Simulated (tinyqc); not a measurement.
Inductance and parasitic capacitance from two readings.

Inverse problem. A loss-free coil L in parallel with C shows the apparent inductance L/(1 - w^2 L C), w = 2 pi f. Find L, C and the self-resonance 1/(2 pi sqrt(L C)).

apparent inductance at 4 and 7.4 GHz (nH): [1.5554523, 2.9685646]

Answer. The inverse of the reading is 1/L - w^2 C, a straight line in w^2.

L = 1.300 nH
C = 200.0 fF
self-resonance = 9.870 GHz

tinyqc, about 0.01 s, one thread, Intel Xeon 2.30GHz (shared host): `OMP_NUM_THREADS=1 python tinyqc.py 2302208 2302209 out.jsonl`
